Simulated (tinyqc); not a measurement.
## Site energy and hopping from one surface Green function

Question. A semi-infinite chain with site energy e0 and hopping -t has g_s = 1/(E - e0 - t^2 g_s). Inside the band |g_s| = 1/t and Re g_s = (E - e0)/(2 t^2). Find t and e0.

g_s at E = 0.48 eV = 0.57407407-0.95131848i 1/eV

Answer. t = 1/|g_s|, and e0 = E - 2 t^2 Re g_s.

t = 0.9000 eV
e0 = -0.4500 eV

Program tinyqc, `OMP_NUM_THREADS=1 python tinyqc.py 2680011 2680012 out.jsonl`; Intel Xeon 2.30GHz, shared host, one thread, about 0.07 s.
